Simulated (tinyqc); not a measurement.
Off-state leakage of single and stacked transistors: two steps of the calculation.

n-channel devices of unit width. Subthreshold current I(Vg, Vs, Vd) = I0 (T/300 K)^0.5 exp[(Vg - Vs - VT(T) - gb (Vs - Vb) + dd (Vd - Vs))/(nf Vt)] (1 - exp(-(Vd - Vs)/Vt)), VT(T) = VT - cT (T - 300 K). Gate-edge tunnelling Ig (Vd/1 V) exp(ag (Vd - 1 V)), for a gate at 0 V, and band-to-band leakage Ab u exp(-Bb/u), u = Vd - Vb + 1 V, flow at a drain held at V; both are taken as independent of T. In a stack of off transistors (all gates at 0 V) the same subthreshold current passes through each.

Parameters, values chosen for the exercise; values of the order met in bulk silicon logic transistors:

| symbol | value | unit | meaning |
|---|---|---|---|
| T | 300 | K | temperature |
| V | 0.9 | V | supply voltage |
| VT | 0.37 | V | threshold at 300 K, zero drain and body bias |
| cT | 0.7 | mV/K | fall of the threshold with temperature |
| I0 | 0.43 | uA/um | current at threshold at 300 K |
| nf | 1.24 |  | slope factor |
| dd | 0.14 |  | drain-induced lowering per volt |
| gb | 0.23 |  | rise of the threshold per volt of source-body bias |
| Ig | 2e-6 | uA/um | gate-edge tunnelling current at 1 V |
| ag | 5.1 | 1/V | exponential slope of the gate current |
| Ab | 8 | uA/(um V) | prefactor of band-to-band leakage at the drain |
| Bb | 23 | V | its exponential voltage |
| Vb | 0 | V | body voltage |

Constants: q = 1.602176634e-19 C, kB = 1.380649e-23 J/K, Vt = kB T/q. Results are converted to the units shown.

Question 1. Leakage of one transistor. Vg = Vs = 0, Vd = V; effective threshold VT(T) - gb Vb - dd V.

Wanted: effective threshold; parts; total; shares.

Answer 1.

effective threshold = 0.24400 V
parts (nA/um): subthreshold 0.21272, gate edge 0.0010809, band-to-band 0.084061
total = 0.29786 nA/um
shares (%): subthreshold 71.416, gate edge 0.36288, band-to-band 28.222

The subthreshold part is the largest.

Question 2. New Vx. Stack of two, Vx the node between them: I_low = I(0, 0, Vx), I_up = I(0, Vx, V), f = ln(I_up/I_low), f' = -(1 + gb + 2 dd)/(nf Vt) - 1/(Vt (exp(Vx/Vt) - 1)) - 1/(Vt (exp((V - Vx)/Vt) - 1)), Vx(new) = Vx - f/f'.

Vx at the start = 0.083 V

Wanted: I_low; I_up; f; f'; Vx after iteration 1.

Answer 2.

I_low = 0.0057588 nA/um
I_up = 0.0061276 nA/um
f = 0.062070
f' = -48.730 1/V
Vx after iteration 1 = 0.084274 V

Numbers from tinyqc (`OMP_NUM_THREADS=1 python tinyqc.py 2242003 2242004 out.jsonl`; about 0.03 s on one thread of a shared Intel Xeon 2.30GHz).
